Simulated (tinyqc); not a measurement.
Against doping: dopants and charged point defects at anneal temperature: Fermi-level effect, clustering and pairing. Computed by tinyqc, a small Python program. Command: `OMP_NUM_THREADS=1 python tinyqc.py 3031111 3031112 out.jsonl pairing walk`. One thread of a shared host (Intel(R) Xeon(R) Processor @ 2.30GHz), about 0.02 s of CPU time with the checks.

Boltzmann statistics and full ionisation of active dopants. Energies are counted from the valence band; the defect (a vacancy or self-interstitial) has five charge states, with all degeneracy factors one.

Inputs (values chosen for the exercise, with bands modelled on InP):
```
quantity                                         value   unit
gap at 0 K E_g0                                   1.45     eV
Varshni alpha                                 0.000363   eV/K
Varshni beta                                       161      K
electron mass m_e                               0.0798    m_0
valleys M_c                                          1      -
hole mass m_h                                    0.615    m_0
anneal temperature T                               890      K
total dopant density N                           5e+18  cm^-3
formation enthalpy of the neutral defect H_f      2.43     eV
formation entropy S_f                              5.2    k_B
site density N_s                                 5e+22  cm^-3
dopant atoms per cluster k                           2      -
cluster binding energy E_b                       0.721     eV
```

Dopant: donor. Second part: clustering of the dopant.

defect levels as fractions of E_g(T): (2+/+), (+/0), (0/-), (-/2-): 0.078  0.27  0.63  0.94

Constants: m_0 = 9.1093837015e-31 kg; k_B = 1.380649e-23 J/K; h = 6.62607015e-34 J s; k_B = 8.617333262e-05 eV/K.

Method:
- E_g = E_g0 - alpha T^2/(T + beta).
- N_c = 2 M_c (2 pi m_e k_B T/h^2)^(3/2) and N_v = 2 (2 pi m_h k_B T/h^2)^(3/2), masses in units of m_0.
- n_i = sqrt(N_c N_v) exp(-E_g/2 k_B T); E_i = E_g/2 + (k_B T/2) ln(N_v/N_c).
- n = A/2 + sqrt(A^2/4 + n_i^2) for an active density A.
- k ionised dopants and k carriers form one neutral cluster: C = N_s (A/N_s)^k (n/N_b)^k exp(E_b/k_B T), N_b the effective density of states of the majority band, and N = A + k C (60 bisections in ln A between ln N - 90 and ln N).
- chi = n/n_i (for acceptors n_i/p); E_F = E_i + k_B T ln chi; field enhancement h = 1 + A/sqrt(A^2 + 4 n_i^2).
- C_0 = N_s exp(S_f/k_B) exp(-H_f/k_B T). Ratios to the neutral state at E_F = E_i: r_+ = exp((E(+/0) - E_i)/k_B T), r_2+ = r_+ exp((E(2+/+) - E_i)/k_B T), r_- = exp((E_i - E(0/-))/k_B T), r_2- = r_- exp((E_i - E(-/2-))/k_B T); at other E_F state q scales as chi^(-q). The enhancement is sum r_q chi^(-q)/sum r_q. The charge on the defects is left out of neutrality.
- chi = n/n_i; h = 1 + A/sqrt(A^2 + 4 n_i^2); the dopant diffusivity over its intrinsic value is D/D_i = enhancement x h x A/N, if every charge state carries the dopant equally well.

E_g = 1.17642 eV

k_B T = 0.0766943 eV

n_i = 6.24155e+15 cm^-3

E_i = 0.705673 eV

effective density of states N_b of the majority band = 2.89054e+18 cm^-3

neutral defects C_0 = 1.57401e+11 cm^-3

Charge states:
```
state      ratio r  intrinsic (cm^-3)  doped (cm^-3)
2+     2.11970e-06        3.33644e+05    1.99865e+00
+      6.34832e-03        9.99233e+08    2.44565e+06
0      1.00000e+00        1.57401e+11    1.57401e+11
-      6.29703e-01        9.91159e+10    4.04964e+13
2-     3.41310e-03        5.37227e+08    8.96815e+13
```

Trend at the anneal temperature:
```
N (cm^-3)  active A (cm^-3)         chi  defect enhancement  mean charge       D/D_i
1.90e+14         1.9000e+14  1.0153e+00          1.0059e+00      -0.3882  1.0212e+00
7.30e+14         7.3000e+14  1.0602e+00          1.0232e+00      -0.3990  1.0829e+00
2.80e+15         2.8000e+15  1.2492e+00          1.0961e+00      -0.4408  1.3360e+00
1.10e+16         1.1000e+16  2.2140e+00          1.4723e+00      -0.5903  2.4457e+00
4.30e+16         4.3000e+16  7.0315e+00          3.4142e+00      -0.8512  6.6929e+00
1.70e+17         1.6995e+17  2.7266e+01          1.2630e+01      -1.0742  2.5219e+01
6.60e+17         6.4968e+17  1.0410e+02          6.3153e+01      -1.3476  1.2432e+02
2.60e+18         1.8786e+18  3.0098e+02          3.0481e+02      -1.6167  4.4045e+02
1.00e+19         3.2817e+18  5.2578e+02          7.7806e+02      -1.7389  5.1067e+02
```

Well below n_i = 6.24e15 cm^-3 chi and the enhancement are near 1. At any doping d ln(enhancement)/d ln chi equals minus the mean charge, which goes from -0.39 to -1.74 over the rows. Clustering bends A over: its exponent in N falls to 0.41, towards 1/(2k) = 0.250. Rows with carriers above N_b lie beyond Boltzmann statistics.
